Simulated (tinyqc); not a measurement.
Extended Hueckel theory, for H6+, step by step. The parameters take no account of the charge, which enters only through the electron count. One step of it, computed by the program tinyqc.

Problem. Wolfsberg-Helmholz matrix. H_ij = K' S_ij (H_ii + H_jj)/2 for i != j (the diagonal keeps H_ii), with K' = K + D^2 + D^4 (1 - K), D = (H_ii - H_jj)/(H_ii + H_jj), K = 1.5.

overlap S, order 1H 1s, 2H 1s, 3H 1s, 4H 1s, 5H 1s, 6H 1s:
$$\begin{pmatrix}
1.000000 & 0.525398 & 0.099295 & 0.019159 & 0.002031 & 0.000260 \\
0.525398 & 1.000000 & 0.405437 & 0.099295 & 0.012993 & 0.002031 \\
0.099295 & 0.405437 & 1.000000 & 0.525398 & 0.099465 & 0.019196 \\
0.019159 & 0.099295 & 0.525398 & 1.000000 & 0.405981 & 0.099465 \\
0.002031 & 0.012993 & 0.099465 & 0.405981 & 1.000000 & 0.525398 \\
0.000260 & 0.002031 & 0.019196 & 0.099465 & 0.525398 & 1.000000
\end{pmatrix}$$

diagonal H_ii (eV): 1H 1s -13.600000, 2H 1s -13.600000, 3H 1s -13.600000, 4H 1s -13.600000, 5H 1s -13.600000, 6H 1s -13.600000

K = 1.500000

Give: H.

Solution.

H (eV), order 1H 1s, 2H 1s, 3H 1s, 4H 1s, 5H 1s, 6H 1s:
$$\begin{pmatrix}
-13.6000 & -10.7181 & -2.0256 & -0.3908 & -0.0414 & -0.0053 \\
-10.7181 & -13.6000 & -8.2709 & -2.0256 & -0.2651 & -0.0414 \\
-2.0256 & -8.2709 & -13.6000 & -10.7181 & -2.0291 & -0.3916 \\
-0.3908 & -2.0256 & -10.7181 & -13.6000 & -8.2820 & -2.0291 \\
-0.0414 & -0.2651 & -2.0291 & -8.2820 & -13.6000 & -10.7181 \\
-0.0053 & -0.0414 & -0.3916 & -2.0291 & -10.7181 & -13.6000
\end{pmatrix}$$
